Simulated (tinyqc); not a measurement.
Sp3 tight binding, zinc-blende lattice, step by step. Computed by tinyqc, a small Python program that keeps every step. Command: `OMP_NUM_THREADS=1 python tinyqc.py 25994 25995 out.jsonl` (the two numbers bound the seeds that draw the settings). One thread of a shared host (Intel(R) Xeon(R) Processor @ 2.60GHz), about 0.01 s of CPU time with the checks.

## Bloch Hamiltonian at k

Parameters chosen for this model: zinc-blende lattice, anion at 0, cation at a/4 (1,1,1); V = eta hbar^2 / (m d^2), hbar^2/m = 7.619964 eV angstrom^2:
```
parameter          value      unit
a               3.980000  angstrom
d               1.723391  angstrom
Es anion      -19.890000        eV
Ep anion       -9.890000        eV
Es cation     -11.060000        eV
Ep cation      -5.290000        eV
eta ss         -1.220000
eta sp          1.340000
eta pp sigma    2.670000
eta pp pi      -0.660000
V ss           -3.130007        eV
V sp            3.437877        eV
V pp sigma      6.850098        eV
V pp pi        -1.693283        eV
```

k point k (2 pi / a): -0.360000  0.110000  0.420000

Slater-Koster rules over the four bonds with direction cosines (l, m, n): ss V_ss; s-px l V_sp; px-s -l V_sp; px-px l^2 V_pps + (1 - l^2) V_ppp; px-py l m (V_pps - V_ppp); each times exp(i k.d).

H(k) at k (eV), lower triangle (Hermitian):
```
                      a s                a px                 a py                 a pz
a s            -19.890000
a px             0.000000           -9.890000
a py             0.000000            0.000000            -9.890000
a pz             0.000000            0.000000             0.000000            -9.890000
c s   -8.228359+0.706926i  0.706390-3.311394i  -2.568580+0.910673i  -0.577931+4.047435i
c px  -0.706390+3.311394i  3.035050-0.260751i   0.829191-5.807092i   3.685292-1.306596i
c py   2.568580-0.910673i  0.829191-5.807092i   3.035050-0.260751i  -1.013500+4.751050i
c pz   0.577931-4.047435i  3.685292-1.306596i  -1.013500+4.751050i   3.035050-0.260751i

             c s       c px       c py       c pz
c s   -11.060000
c px    0.000000  -5.290000
c py    0.000000   0.000000  -5.290000
c pz    0.000000   0.000000   0.000000  -5.290000
```

## Levels at k

Diagonalise the Hermitian matrix.

eigenvalues (eV): -26.385270  -17.836575  -16.370216  -14.919214  -3.355713  -0.447820  0.252864  2.571945

weights |c|^2 of the basis functions:
```
        band 1    band 2    band 3    band 4    band 5    band 6    band 7    band 8
a s   0.685210  0.046884  0.016907  0.001977  0.212236  0.007598  0.011859  0.017329
a px  0.008516  0.203728  0.118762  0.291275  0.012954  0.042838  0.218647  0.103281
a py  0.000668  0.189465  0.408850  0.000720  0.078001  0.026973  0.118577  0.176746
a pz  0.011728  0.169484  0.070916  0.362093  0.032507  0.260200  0.003562  0.089510
c s   0.243302  0.090745  0.076601  0.005563  0.525295  0.009764  0.018581  0.030150
c px  0.019636  0.058772  0.117216  0.150113  0.011823  0.084204  0.398248  0.159989
c py  0.004260  0.198213  0.124742  0.000710  0.104742  0.058838  0.224015  0.284481
c pz  0.026680  0.042709  0.066007  0.187549  0.022443  0.509586  0.006511  0.138515
```

## Bloch Hamiltonian at L

k point L (2 pi / a): 0.500000  0.500000  0.500000

As before.

H(k) at L (eV), lower triangle (Hermitian):
```
                      a s                 a px                 a py                 a pz
a s            -19.890000
a px             0.000000            -9.890000
a py             0.000000             0.000000            -9.890000
a pz             0.000000             0.000000             0.000000            -9.890000
c s   -4.426499-4.426499i   2.807015+2.807015i   2.807015+2.807015i   2.807015+2.807015i
c px  -2.807015-2.807015i   1.632725+1.632725i  -4.027388-4.027388i  -4.027388-4.027388i
c py  -2.807015-2.807015i  -4.027388-4.027388i   1.632725+1.632725i  -4.027388-4.027388i
c pz  -2.807015-2.807015i  -4.027388-4.027388i  -4.027388-4.027388i   1.632725+1.632725i

             c s       c px       c py       c pz
c s   -11.060000
c px    0.000000  -5.290000
c py    0.000000   0.000000  -5.290000
c pz    0.000000   0.000000   0.000000  -5.290000
```

## Levels at L

As before.

eigenvalues (eV): -25.076187  -20.388029  -15.918491  -15.918491  -4.299872  0.738491  0.738491  3.634088

## Bands along a path

The same steps at evenly spaced points between the labelled ones.

Bands along the path (eV):
```
k             band 1      band 2      band 3      band 4     band 5     band 6     band 7     band 8
L         -25.076187  -20.388029  -15.918491  -15.918491  -4.299872   0.738491   0.738491   3.634088
L-G 0.25  -25.888251  -19.238047  -15.533774  -15.533774  -3.980461   0.353774   0.353774   2.976759
L-G 0.50  -27.280370  -16.790520  -14.517484  -14.517484  -3.240262  -0.662516  -0.662516   1.181152
L-G 0.75  -28.354920  -14.119382  -13.323807  -13.323807  -2.541818  -1.856193  -1.856193  -1.113880
G         -28.750667  -12.749101  -12.749101  -12.749101  -2.430899  -2.430899  -2.430899  -2.199333
G-X 0.25  -28.219231  -14.108888  -14.108888  -13.332972  -2.492259  -2.085538  -1.071112  -1.071112
G-X 0.50  -26.734182  -16.580694  -16.580694  -14.934065  -2.532736  -1.929017   1.400694   1.400694
G-X 0.75  -24.689171  -18.506468  -18.506468  -17.082496  -2.524833  -1.833501   3.326468   3.326468
X         -23.375390  -19.211051  -19.211051  -18.435959  -2.514041  -1.804610   4.031051   4.031051
X-W 0.25  -23.375390  -19.211051  -19.211051  -18.435959  -2.514041  -1.804610   4.031051   4.031051
X-W 0.50  -23.375390  -19.211051  -19.211051  -18.435959  -2.514041  -1.804610   4.031051   4.031051
X-W 0.75  -23.375390  -19.211051  -19.211051  -18.435959  -2.514041  -1.804610   4.031051   4.031051
W         -23.375390  -19.211051  -19.211051  -18.435959  -2.514041  -1.804610   4.031051   4.031051
```

With 4 band(s) filled, the highest filled level on these points lies at G and the lowest empty one at L: a gap of 8.4492 eV, indirect.
